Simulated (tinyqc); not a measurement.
Fitting sp3s* parameters to three gaps by Newton steps: sweeps and comparisons. A value that a table varies takes the place of the one given here.

sp3s* tight binding, nearest neighbours only: anion (a) at 0, cation (c) at a/4 (1,1,1), orbitals s, px, py, pz, s* on each; k in units of 2 pi/a. With phases e_j = exp(i (pi/2) k.n_j) for n = (1,1,1), (1,-1,-1), (-1,1,-1), (-1,-1,1): g0 = (e1+e2+e3+e4)/4, g1 = (e1+e2-e3-e4)/4, g2 = (e1-e2+e3-e4)/4, g3 = (e1-e2-e3+e4)/4. The diagonal holds the levels Esa, Epa, Exa (s*) and Esc, Epc, Exc. Anion-cation block: <sa|sc> = Vss g0; <sa|xc> = Vsapc g1; <xa|sc> = -Vscpa g1; <xa|xc> = Vxx g0; <xa|yc> = <ya|xc> = Vxy g3, <xa|zc> = <za|xc> = Vxy g2, <ya|zc> = <za|yc> = Vxy g1; <s*a|xc> = Vxapc g1; <xa|s*c> = -Vpaxc g1; y and z take g2 and g3 in place of g1; s-s* and s*-s* vanish.

Gaps are level 5 at Gamma, X = (1,0,0) and L = (1/2,1/2,1/2) less level 4 at Gamma; no spin-orbit coupling. Free parameters: Esc, Vxapc and Vpaxc. H is linear in them, so by Hellmann-Feynman J_ij = <u|dH/dp_j|u> for level 5 at point i less the same for level 4 at Gamma. Newton: p(new) = p + J^-1 (target - gaps); stop when all misses are below 1e-7 eV.

Constants: hbar^2/2m0 = 3.80998211 eV angstrom^2.

Parameters, chosen for this exercise (out of a larger set: near a published set for AlAs, fitted to gaps, whose masses and valley positions are rough; not measured data):
- p = (-7.51, 0.986, -1.158, 3.586, 7.504, 6.712, -6.653, 1.876, 4.303, 5.128, 5.504, 4.533, 4.99) eV (start, order Esa, Epa, Esc, Epc, Exa, Exc, Vss, Vxx, Vxy, Vsapc, Vscpa, Vxapc, Vpaxc)
- tg = (2.9582, 2.4126, 2.6658) eV (target gaps at Gamma, X, L)
- a = 5.66 angstrom (lattice constant)

## Equal gaps, different models

The same three targets are met with other triples of free parameters (those for which Newton converges within 3 eV of the start). Not fitted: level 5 at K = (3/4,3/4,0) above Ev, the spacing of levels 6 and 5 at X, the depth of level 2 at X below Ev, the valence width at Gamma, and the mass c q^2/(E(q) - E(0)) of level 5 along [100], q = 0.002 (2 pi/a), c = hbar^2/2m0.

Unfitted results:

| free parameters | largest change (eV) | K (eV) | X spacing (eV) | level 2 at X (eV) | valence width (eV) | mass (m0) |
|---|---|---|---|---|---|---|
| start | 0.000 | 2.358 | 0.376 | 6.535 | 11.710 | 0.2911 |
| Vss, Vxapc, Vpaxc | 0.273 | 2.457 | 0.123 | 6.632 | 11.633 | 0.2781 |
| Esc, Vxapc, Vpaxc | 0.125 | 2.457 | 0.173 | 6.617 | 11.740 | 0.2813 |
| Vss, Vsapc, Vpaxc | 0.511 | 2.447 | 0.018 | 6.721 | 11.633 | 0.2711 |
| Esa, Vxapc, Vscpa | 0.272 | 2.457 | 0.216 | 6.457 | 11.905 | 0.2882 |
| Vss, Exa, Exc | 0.423 | 2.458 | 0.123 | 6.564 | 11.633 | 0.2781 |
| Esc, Vsapc, Exc | 0.634 | 2.446 | 0.058 | 6.629 | 11.740 | 0.2723 |

All fitted rows have the same three gaps, yet they spread by 12 meV at K, 198 meV in the X spacing, 264 meV in level 2 at X, 272 meV in the valence width and 6.1 % in the mass. The smallest change of parameters, 0.125 eV, is that of Esc, Vxapc, Vpaxc. A fit fixes what it was given and leaves the rest to the choice of free parameters.

## How errors in the targets pass to the parameters

J:
```
           Esc     Vxapc     Vpaxc
Gamma  0.71540   0.00000   0.00000
X      0.00000  -0.85792   0.00000
L      0.37622  -0.30799  -0.08453
```

The gaps at Gamma, X and L of an sp3s* model are fitted with Esc, Vxapc and Vpaxc; J holds the derivatives of the gaps by these parameters at the start. The change of each parameter for +10 meV on one target is 10 J^-1, in meV.

Shifts (meV):

| target raised | Esc | Vxapc | Vpaxc |
|---|---|---|---|
| Gamma | 14.0 | 0.0 | 62.2 |
| X | 0.0 | -11.7 | 42.5 |
| L | 0.0 | 0.0 | -118.3 |

root sum of squares (meV): Esc 14.0, Vxapc 11.7, Vpaxc 140.3

Independent errors of 10 meV leave Vpaxc least certain (140 meV) and Vxapc best fixed (11.7 meV). The largest single entry, 118 meV, comes from the target at L.

Computed by tinyqc, a small Python program: `OMP_NUM_THREADS=1 python tinyqc.py 1451343 1451344 out.jsonl` (the numbers bound the seed that draws the inputs); one thread of a shared host (Intel(R) Xeon(R) Processor @ 2.30GHz), about 0.1 s for the whole set of steps.
